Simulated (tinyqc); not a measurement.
Worked calculation: specific resistance of a metal-semiconductor contact and its transmission-line measurement. Computed by tinyqc, a small Python program that keeps every step. Command: `OMP_NUM_THREADS=1 python tinyqc.py 3001855 3001856 out.jsonl contact walk`. One thread of a shared host (Intel(R) Xeon(R) Processor @ 2.30GHz), about 0.01 s of CPU time with the checks. Intermediate numbers are printed to about 6 digits and carried at full precision; extremes and crossings named in words are read from the listed rows.

The barrier is parabolic (depletion approximation), energies E are normal energies counted from the band edge in the neutral semiconductor (downwards for holes), and the bias is zero. xi is an input, held fixed when other inputs move.

Inputs (values chosen for the exercise, modelled on n-type In0.53Ga0.47As):
```
quantity,value,unit
tunnelling mass m,0.043,m_0
permittivity eps,13.9,-
Richardson constant A*,4.81,A/(cm^2 K^2)
barrier height phi_B,0.15,eV
doping N,5.2e+18,1/cm^3
"Fermi level above the band edge in the bulk, xi",0.18,eV
temperature T,300,K
sheet resistance R_sh,30,ohm
contact length d,3.8,micrometre
contact width W,0.53,micrometre
```

Image-force lowering: left out.

Constants: hbar = 1.054571817e-34 J s; eps_0 = 8.8541878128e-12 F/m; m_0 = 9.1093837015e-31 kg; k_B = 8.617333262e-05 eV/K; e = 1.602176634e-19 C.

## Tunnelling energy and barrier

E_00 = (e hbar/2) sqrt(N/(eps eps_0 m)); band bending E_b = phi_B + xi; depletion width w = sqrt(2 eps eps_0 E_b/(e^2 N)).

E_00 = 54.7630 meV

E_00/k_B T = 2.11833

depletion width = 9.87409 nm

barrier used, above the bulk band edge = 0.33 eV

By the usual rule this is thermionic-field emission (0.5 to 5 k_B T).

## Transmission and supply

WKB transmission for E < E_b, with a = E/E_b: D = exp{-(E_b/E_00) [sqrt(1 - a) - a ln((1 + sqrt(1 - a))/sqrt(a))]}; D = 1 above. f = 1/(1 + exp((E - xi)/k_B T)).

E, D, f and D f at E/E_b = 0.05, 0.15, 0.3, 0.45, 0.6, 0.75, 0.9, 0.98:
```
E/E_b,E (eV),D,f,D f
0.05,0.0165,0.005423,0.998211,0.005413
0.15,0.0495,0.016445,0.993619,0.016340
0.30,0.0990,0.057592,0.958242,0.055187
0.45,0.1485,0.152310,0.771795,0.117552
0.60,0.1980,0.327670,0.332639,0.108996
0.75,0.2475,0.588365,0.068433,0.040263
0.90,0.2970,0.878364,0.010711,0.009408
0.98,0.3234,0.988656,0.003884,0.003840
```

Among these points D f is largest at E/E_b = 0.45; for a non-degenerate tail the peak lies at E/E_b = 1/cosh^2(E_00/k_B T) = 0.056, but it cannot fall far below the Fermi level.

## Specific contact resistance

At zero bias 1/rho_c = (e A*/k_B^2) int D(E) f(E) dE, f = 1/(1 + exp((E - xi)/k_B T)); 200 Gauss-Legendre points from 0 to E_b, and k_B T ln(1 + exp((xi - E_b)/k_B T)) for the part above the barrier; the share of tunnelling is the part below.

specific contact resistance rho_c = 8.87277e-08 ohm cm^2

share of tunnelling = 99.5519 %

rho_c by thermionic emission alone = 1.97993e-05 ohm cm^2

Tunnelling lowers rho_c by a factor 223. The field-emission exponent (E_b - xi)/E_00 is 2.7, the thermionic one (E_b - xi)/k_B T is 5.8.

## Current crowding

Transmission-line model: transfer length L_T = sqrt(rho_c/R_sh); R_c = (R_sh L_T/W) coth(d/L_T). Limits: rho_c/(W d) for d << L_T, sqrt(rho_c R_sh)/W for d >> L_T.

transfer length L_T = 0.543837 micrometre

d/L_T = 6.98739

contact resistance R_c = 30.7833 ohm

R_c W = 16.3151 ohm micrometre

short-contact limit = 4.40554 ohm

long-contact limit = 30.7832 ohm

The contact is long: current crowds at the front edge, and more length does not help.

## A transmission-line measurement read back

Transmission-line model: transfer length L_T = sqrt(rho_c/R_sh); R_c = (R_sh L_T/W) coth(d/L_T). Two contacts a gap s apart give R = 2 R_c + R_sh s/W. A straight-line fit gives R_sh from the slope and R_c from the intercept; the simple reading takes L_x = R_c W/R_sh as the transfer length and rho_c = R_sh L_x^2.

Resistances:
```
gap s (micrometre),R (ohm)
0.54,92.133
1.10,123.831
2.20,186.095
4.40,310.623
8.70,554.019
```

L_x = 0.543838 micrometre

rho_c by the simple reading = 8.87280e-08 ohm cm^2

simple reading over true value = 1.00000

The simple reading is right, since coth(d/L_T) is 1 for so long a contact.

Checks made by the program: closed WKB exponent against numerical integration over the parabolic barrier (relative difference below 1e-10).
